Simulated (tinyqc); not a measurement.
Worked calculation: coherent transport through a tight-binding region between two chains. One step of it, computed by the program tinyqc.

Task: Transmission at E = -0.18 eV. Surface Green function g = (E - i sqrt(4 t^2 - E^2)) / (2 t^2); self-energy tc^2 g on each contact site; G = (E - H - Sigma)^(-1); Gamma = -2 Im Sigma; T = Gamma_L Gamma_R |G_LR|^2; local density of states -Im G_ii / pi.

H of the central region (eV):
```
           1          2
1   0.000000  -1.550000
2  -1.550000   0.000000
```

Leads: semi-infinite chains with site energy 0:
```
parameter                           value
lead hopping t (eV)              2.870000
coupling to the left lead (eV)   0.740000
coupling to the right lead (eV)  0.220000
left contact site                       1
right contact site                      2
```

E = -0.180000 eV

Give: g; G; local density of states; transmission.

Result:

g = -0.0109-0.3483i 1/eV

G (1/eV):
```
                1               2
1  0.0755-0.0083i  0.6526-0.0102i
2  0.6526-0.0102i  0.0720-0.0814i
```

local density of states (1/eV): 0.0026  0.0259

transmission = 0.0055
